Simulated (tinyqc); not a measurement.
Hole mobility in a silicon inversion layer, empirical terms and Matthiessen rule: two steps of the calculation.

Inversion layer of sheet density Ns on a uniformly doped body. The mobility terms are empirical power laws with prefactors chosen for the exercise; adding their inverses (Matthiessen) is itself an approximation.

Values chosen for this exercise; material values close to those of silicon:
- T = 293 K (temperature)
- Eg = 1.13 eV (band gap)
- eps_r = 11.9 (relative permittivity of the semiconductor)
- Nc = 2.75e19 cm^-3 (conduction-band density of states at T)
- Nv = 2.51e19 cm^-3 (valence-band density of states at T)
- Nb = 1.8e17 cm^-3 (body doping)
- Vsb = 0.6 V (reverse body bias)
- eta = 0.3333 (weight of the inversion charge in the effective field)
- Ap = 123 cm^2/(V s) (phonon-limited mobility at 1 MV/cm and 300 K)
- As = 571 cm^2/(V s) (roughness-limited mobility at 1 MV/cm)
- gs = 1.3 (exponent of the roughness term)
- Ac = 2100 cm^2/(V s) (Coulomb prefactor)
- Nit = 1.1e12 cm^-2 (charge at the interface)
- Ns = 8.5e12 cm^-2 (inversion density)
- WL = 20 (ratio W/L)
- Vd = 0.01 V (drain voltage)
- I = 30.8 uA (measured linear current)

Constants: q = 1.602176634e-19 C, kB = 1.380649e-23 J/K, Vt = kB T/q, eps0 = 8.8541878128e-14 F/cm where lengths are in cm. Results are converted to the units shown.

Question 1. Depletion charge and effective field. ni = sqrt(Nc Nv) exp(-Eg/(2 Vt)), Eg in volts; Ndep = sqrt(2 eps0 eps_r Nb (2 Vt ln(Nb/ni) + Vsb)/q); E = q (Ndep + eta Ns)/(eps0 eps_r), in MV/cm.

Wanted: ni; Ndep; E.

Answer 1.

ni = 5.025e9 cm^-3
Ndep = 1.871e12 cm^-2
E = 0.7153 MV/cm

The depletion charge gives 39.8 % of the field.

Question 2. Inversion density for the measured current. I = (W/L) q Ns mu Vd. E = q (Ndep + eta Ns)/(eps0 eps_r) in MV/cm. With t = T/(300 K): muC = Ac (Ns/1e12 cm^-2) t/(Nb/1e17 cm^-3 + Nit/1e11 cm^-2), muP = Ap E^(-1/3) t^(-1.75), muS = As E^(-gs); 1/mu is the sum of the inverses. Ns(new) = I/((W/L) q mu Vd).

Ns after iteration 1 = 8.1287405e12 cm^-2
Ndep = 1.8708249e12 cm^-2

Wanted: E; mu; Ns after iteration 2.

Answer 2.

E = 0.69645 MV/cm
mu = 113.94 cm^2/(V s)
Ns after iteration 2 = 8.4363e12 cm^-2

Numbers from tinyqc (`OMP_NUM_THREADS=1 python tinyqc.py 2510047 2510048 out.jsonl`; about 0.01 s on one thread of a shared Intel Xeon 2.30GHz).
